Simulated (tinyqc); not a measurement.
What moves the results: temperature and isotope dependence of a band gap in oscillator models. A value that a table varies takes the place of the one given here.

E(T) = E0 - sum_i sl_i th_i n_i(T), n = 1/(exp(th/T) - 1). The same coupling lowers the gap at 0 K by the zero-point term ZP = sum_i sl_i th_i/2, so the gap of the static lattice is E0 + ZP. Thermal expansion is taken as part of the slopes.

Two-parameter forms are made to pass through the falls at the two temperatures T12: Varshni aV T^2/(T + bV), from the line T^2/fall = (T + bV)/aV; one oscillator s1 t1/(exp(t1/T) - 1), with t1 from the ratio of the falls.

Constants: kB = 8.617333262e-05 eV/K; hbar^2/2m0 = 3.80998211 eV angstrom^2.

Parameters, chosen for this exercise (near those of Ge; shifted at random, so the results belong to these values and not to a real crystal): E0 = 0.743 eV (gap at 0 K); th = (102, 283) K (temperatures of two oscillators); sl = (0.1198, 0.2932) meV/K (their high-temperature slopes); T12 = (150, 280) K (temperatures of the fits); mm = 0.47 m0 (geometric mean of the density-of-states masses); T = 77 K (temperature).

## How far the fits carry

Falls of the gap from E0, and errors of the two fits against the model.

Results:
```
T (K)  fall (meV)  Varshni - model (meV)  one oscillator - model (meV)  fall/ZP
20           0.08                   0.59                         -0.07    0.002
50           2.12                   1.71                         -0.88    0.044
100         12.10                   1.46                         -0.51    0.254
200         44.99                  -0.86                          0.16    0.945
300         83.08                   0.64                         -0.09    1.745
400        122.71                   5.92                         -0.71    2.578
600        203.62                  24.03                         -2.35    4.278
800        285.37                  48.17                         -4.21    5.996
```

How do the results move?

Below the first fit point the largest errors are +1.71 meV (Varshni, 50 K, on a fall of 2.12 meV) and -0.88 meV (one oscillator, 50 K); a T^2 law cannot freeze out; a single oscillator misses the soft modes. At 800 K, beyond the second fit point, they are +48.2 and -4.2 meV, so the oscillator extrapolates better here. The thermal fall equals ZP between 200 and 300 K.

## What the shift does to the intrinsic density

ni = 2 (mm kT/(4 pi c))^(3/2) exp(-E/2kT), c = hbar^2/2m0, with E(T) and with E0; 1 angstrom^-3 = 1e24 cm^-3. Apparent gap from an Arrhenius plot of ni/T^(3/2): E(T) - T dE/dT, dE/dT = -sum sl_i (th_i/T)^2 n_i (1 + n_i).

Results:
```
T (K)  E(T) (eV)  ni (cm^-3)  ni with E(T) / ni with E0  apparent gap (eV)
200       0.6980    7.06e+09                      3.689             0.7712
250       0.6793    8.75e+11                      4.389             0.7748
300       0.6599    2.32e+13                      4.987             0.7772
350       0.6402    2.50e+14                      5.495             0.7791
400       0.6203    1.54e+15                      5.930             0.7805
500       0.5800    2.08e+16                      6.630             0.7824
700       0.4986    4.62e+17                      7.585             0.7847
```

How do the results move?

Using E0 in place of E(T) understates ni by a factor that rises from 3.69 to 7.58, towards exp(sum sl/2kB) = 11.0. The slope of an Arrhenius plot returns neither E(T) nor E0 but the intercept of the tangent, 0.7772 eV at 300 K, which lies 34 meV above E0 and tends to the static gap 0.7906 eV.

## What each parameter does

Gap at T, slope -sum sl_i (th_i/T)^2 n_i (1 + n_i) and ZP. Each row changes one parameter from the base and keeps the others.

Results:
```
case                         E(T) (eV)  dE/dT (meV/K)  ZP (meV)
base                            0.7364        -0.2094     47.60
T = 117 K                       0.7261        -0.2965     47.60
E0 = 0.753 eV                   0.7464        -0.2094     47.60
th = (102, 339) K               0.7373        -0.1750     55.81
sl = (0.1557, 0.2932) meV/K     0.7351        -0.2405     49.43
```

How do the results move?

The largest shifts from the base row, up to three for each result and ties (the steps differ in size, so this ranks the rows, not the parameters). E(T) (eV): T -0.0103, E0 +0.0100, sl -0.0013. dE/dT (meV/K): T -0.0871, th +0.0343, sl -0.0311; unchanged at the printed digits by E0. ZP (meV): th +8.21, sl +1.83; unchanged at the printed digits by T and E0.

Program tinyqc; command `OMP_NUM_THREADS=1 python tinyqc.py 1850018 1850019 out.jsonl`; about 0.01 s on one thread of a shared Intel(R) Xeon(R) Processor @ 2.30GHz.
